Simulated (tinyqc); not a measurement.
Punch-through p+-n junction, ionisation integral and breakdown: breakdown voltage by secant steps.

A p+ layer at x < 0 and an n drift layer from x = 0 to L on an n+ substrate. Depletion approximation, built-in voltage neglected. Local ionisation coefficients alpha_n = an exp(-(bn/E)^mx), alpha_p = ap exp(-(bp/E)^mx). Electrons move towards +x, holes towards x = 0.

W = sqrt(2 eps0 eps_r V/(q N)), peak field E0 = q N W/(eps0 eps_r), falling linearly to 0 at W; if W > L the layer is punched through: W = L, E0 = V/L + q N L/(2 eps0 eps_r), falling linearly to E1 = V/L - q N L/(2 eps0 eps_r). Grid: 13 equal steps from 0 to fr W.

G(x) = integral from 0 to x of (alpha_n - alpha_p); I_n = integral of alpha_n exp(-G) (electrons injected at x = 0), I_p = integral of alpha_p exp(G(end) - G) (holes injected at the far edge); M = 1/(1 - I). Secant steps on ln I_n(V) = 0 with the integrals on a fine grid (1500 steps), from the points V = 390 and 512 V; stop when the step is below 1e-7 of V.

Values chosen for this exercise; material values close to those of gallium nitride: relative permittivity eps_r = 9.43; prefactor of the electron ionisation coefficient an = 2.97e8 1/cm; field constant for electrons bn = 3.25e7 V/cm; prefactor of the hole ionisation coefficient ap = 1.4e8 1/cm; field constant for holes bp = 1.89e7 V/cm; exponent mx = 1; donor density of the drift layer N = 2.6e16 cm^-3; thickness of the drift layer L = 2.8 um; reverse voltage V = 338 V; share of the depleted width that the grid covers fr = 1.

Constants: q = 1.602176634e-19 C, eps0 = 8.8541878128e-14 F/cm where lengths are in cm. Results are converted to the units shown.

Course of the iteration:
```
step    V (V)       I_n  change of V (V)
1         512  0.257214             32.8
2     544.804   2.36560            -12.7
3     532.075  0.923776             1.07
4     533.148  0.995835           0.0596
5     533.208   1.00002         -3.08e-4
6     533.207   1.00000          8.38e-8
```

Did this iteration meet its convergence test, and what does its course show?

Yes. Breakdown at 533.21 V, with a peak field of 2603 kV/cm and W = 2.800 um. The integral for holes reaches 1 at the same voltage.

Numbers from tinyqc (`OMP_NUM_THREADS=1 python tinyqc.py 2120135 2120136 out.jsonl`; about 0.1 s on one thread of a shared Intel Xeon 2.30GHz).
